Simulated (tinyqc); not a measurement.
Inside a calculation. Method: geometry optimisation on the UHF/sto-6g surface (energies and gradients from PySCF), for BeH, spin multiplicity 2. One step of it, computed by the program tinyqc.

Task: Step 1: move. Steepest descent, p = -g / 0.15; steps longer than 0.5 bohr are cut back.

positions at the start (bohr):
```
,x,y,z
1Be,0.000000,0.000000,0.000000
2H,0.000000,0.000000,2.753331
```

gradient (hartree/bohr):
```
,x,y,z
1Be,0.00000000,0.00000000,-0.05209372
2H,0.00000000,0.00000000,0.05209372
```

Give: positions after step 1.

Result:

positions after step 1 (bohr):
```
,x,y,z
1Be,0.000,0.000,0.347
2H,0.000,0.000,2.406
```
